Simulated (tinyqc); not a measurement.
Junctionless gate-all-around wire, depletion approximation: one step of the calculation.

A uniformly doped n-type wire of radius R under a surrounding gate; long channel. Below flat band a shell from radius rc to R is fully depleted and the neutral core, at channel potential V (0 at the source, Vd at the drain), carries the current with constant mobility; s = (rc/R)^2 is the share of the cross-section that conducts. The edge of the depleted shell is taken as abrupt, so there is no subthreshold current.

Task. Voltages that deplete the wire. Cox = eps0 eox/(R ln(1 + tox/R)); A = q Nd R^2/(4 eps0 eps_r); B = q Nd R/(2 Cox); VT = Vfb - A - B.

Parameters, values chosen for the exercise; material values those of a made-up semiconductor:
- eps_r = 11.1 (relative permittivity of the semiconductor)
- eox = 22 (relative permittivity of the gate insulator)
- tox = 9.4 nm (insulator thickness)
- R = 10 nm (wire radius)
- Nd = 5.8e18 cm^-3 (donor density)
- Vfb = 0.38 V (flat-band voltage)

Constants: q = 1.602176634e-19 C, eps0 = 8.8541878128e-14 F/cm where lengths are in cm. Results are converted to the units shown.

Give: Cox; A; B; VT.

Result.

Cox = 2.939 uF/cm^2
A = 0.2364 V
B = 0.1581 V
VT = -0.01445 V

Of the 0.394 V needed, 40.1 % drops over the insulator. The device is normally on.

Numbers from tinyqc (`OMP_NUM_THREADS=1 python tinyqc.py 2460027 2460028 out.jsonl`; about 0.01 s on one thread of a shared Intel Xeon 2.30GHz).
